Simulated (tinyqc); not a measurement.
Fully depleted semiconductor-on-insulator film with two gates, non-linear Poisson equation by Newton steps: one step of the calculation.

One dimension across the film, front interface at x = 0, back interface at x = ts. psi is counted from the intrinsic level, n = ni exp(psi/Vt) (source grounded), holes neglected, acceptors ionised. Gates act through Cox = eps0 eox/tox and Cbox = 3.9 eps0/tb with potentials G1 = Vg - (phiM - chi - Vt ln(Nc/ni)) and G2 = Vb - (phiB - chi - Vt ln(Nc/ni)). Classical Boltzmann densities, no interface charge, no depletion in the back plane.

Question. Newton step. Solve a d_(i-1) + b_i d_i + a d_(i+1) = -F_i for all nodes. Half of the step is added while the largest |d| exceeds 1.5 Vt, the full step after that.

Inputs (values chosen for the exercise):

| symbol | value | unit | meaning |
|---|---|---|---|
| T | 400 | K | temperature |

Constants: q = 1.602176634e-19 C, kB = 1.380649e-23 J/K, Vt = kB T/q. Results are converted to the units shown.

a = 9.6118142 uF/cm^2

```
node  diagonal b (F/cm^2)  residual F (C/cm^2)  psi after iteration 1 (V)
0           -1.0511915e-5         2.7734590e-7                 0.34141313
1           -1.9261467e-5        -1.3117901e-9                 0.34196806
2           -1.9262083e-5        -1.3329953e-9                 0.34252401
3           -1.9262709e-5        -1.3545849e-9                 0.34308097
4           -1.9263347e-5        -1.3765666e-9                 0.34363895
5           -1.9263996e-5        -1.3989481e-9                 0.34419794
6           -1.9264657e-5        -1.4217373e-9                 0.34475795
7           -1.9265331e-5        -1.4449421e-9                 0.34531898
8           -1.9266016e-5        -1.4685708e-9                 0.34588103
9           -9.7566833e-6         4.4929711e-8                 0.34644409
```

Give: Newton step d, before damping; psi after iteration 2.

Answer.

```
node  Newton step d, before damping (V)  psi after iteration 2 (V)
0                                0.2352                     0.4590
1                                0.2283                     0.4561
2                                0.2225                     0.4538
3                                0.2178                     0.4520
4                                0.2140                     0.4507
5                                0.2113                     0.4499
6                                0.2096                     0.4496
7                                0.2090                     0.4498
8                                0.2094                     0.4506
9                                0.2109                     0.4519
```

Computed by the program tinyqc: `OMP_NUM_THREADS=1 python tinyqc.py 2190094 2190095 out.jsonl`, one thread of a shared Intel Xeon 2.30GHz, about 0.3 s for the whole run.
